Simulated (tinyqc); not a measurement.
# From one set of inputs to another, one input at a time

Model: Heisenberg magnet: exchange from energy differences, ordering vector, linear spin waves and ordering temperature. Computed by tinyqc, a small Python program. Command: `OMP_NUM_THREADS=1 python tinyqc.py 3023219 3023220 out.jsonl magnon ladder`. One thread of a shared host (Intel(R) Xeon(R) Processor @ 2.30GHz), about 1 s of CPU time with the checks.

H = -sum over pairs <ij> J_ij S_i.S_j - K sum_i (S_i^z)^2, each pair once, J > 0 ferromagnetic. First neighbours: 12 at a (0.5, 0.5, 0), second: 6 at a (1, 0, 0), with all permutations and signs.

The inputs printed are set A. Inputs not listed in the table keep their values of set A, so the rows need not describe a real material.

Inputs (values chosen for the exercise, for a model magnet):
```
quantity                 value  unit
exchange J1              0.613   meV
exchange J2               0.19   meV
spin S                     3.5     -
single-ion anisotropy K  0.054   meV
mesh divisions n            20     -
temperature T              110     K
```

Lattice: fcc. Order: ferromagnetic.

wave vector q (2 pi/a): 0.19  0.19  0.29

Constants: h x 1 THz = 4.135667696 meV; k_B = 8.617333262e-05 eV/K.

Method:
- J(q) = J1 g1(q) + J2 g2(q), g_s(q) = sum over shell s of cos(q.R).
- g_s(q) = sum over shell s of cos(q.R), z1 = g1(0). E(q) = S [J(0) - J(q)] + (2S - 1) K, J(q) = J1 g1 + J2 g2. The factor 2S - 1 removes the anisotropy for S = 1/2.
- Mesh: q = sum_i (m_i + 1/2)/n b_i, m_i = 0..n-1, b = [[-1, 1, 1], [1, -1, 1], [1, 1, -1]] in 2 pi/a; <..> is the mean over the mesh.
- n = 1/(exp(E/(k_B T)) - 1); no zero-point loss; thermal loss <n>; moment = S less the losses.
- K left out. Mean field: k_B T = S (S + 1) J(Q)/3 at the ordering vector Q; random-phase (Tyablikov): k_B T = [S (S + 1)/3] / <1/(J(Q) - J(q))>; Curie-Weiss theta = S (S + 1) J(0)/(3 k_B).

Each row keeps all changes above it:
```
input moved                     from      to  E(q) (meV)  thermal loss  random-phase ordering temperature (K)
set A                              -       -      14.840       0.10950                                 408.32
single-ion anisotropy K (meV)  0.054   0.022      14.648       0.11763                                 408.32
temperature T (K)                110      23      14.648       0.00629                                 408.32
spin S                           3.5       2       8.361       0.01724                                 155.55
exchange J1 (meV)              0.613   0.308       5.184       0.04220                                  90.80
exchange J2 (meV)               0.19  -0.063       2.641       0.12290                                  55.51
```

E(q) goes from 14.8 to 2.64, a factor 0.178 in all. The largest single move comes from exchange J2 (a factor 0.510). Thermal loss goes from 0.110 to 0.123, a factor 1.12 in all. The largest single move comes from temperature T (a factor 0.0535), but it runs against the net change; the largest move in the direction of the net change is exchange J2 (a factor 2.91). Random-phase ordering temperature goes from 408 to 55.5, a factor 0.136 in all. The largest single move comes from spin S (a factor 0.381). The single moves hold for this order of the switches; the total does not depend on the order.

Extremes, crossings and ranges named in words are read from the listed rows.
